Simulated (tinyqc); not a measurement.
Thermal stress, cracking, delamination and buckling of a thin film; Griffith cracks and misfitting inclusions: one step, computed by the program tinyqc.

Isotropic linear elasticity; the substrate is much thicker than the film; stress is positive in tension.

Question. Stress in the film. Thermal strain = (alpha_f - alpha_s)(T_d - T); stress = E/(1 - nu) x strain + intrinsic stress; plane-strain modulus Ebar = E/(1 - nu^2); G0 = stress^2 h/(2 Ebar) is the energy freed per area when a long strip loses its stress across its width.

Inputs (values chosen for the exercise, modelled on a porous low-k oxide on silicon):

| quantity | value | unit |
|---|---|---|
| film Young's modulus E | 7.67 | GPa |
| film Poisson ratio nu | 0.24 | - |
| film expansion alpha_f | 11.8 | 1e-6/K |
| substrate expansion alpha_s | 3.1 | 1e-6/K |
| deposition temperature T_d | 600 | K |
| final temperature T | 300 | K |
| intrinsic stress | -14 | MPa |
| film thickness h | 0.86 | micrometre |

Give: thermal strain; film stress; Ebar; G0.

Answer.

thermal strain = 0.00261

film stress = 12.34 MPa

Ebar = 8.139 GPa

G0 = 0.008046 J/m^2

The film ends in tension; the thermal part is 26.3 MPa.
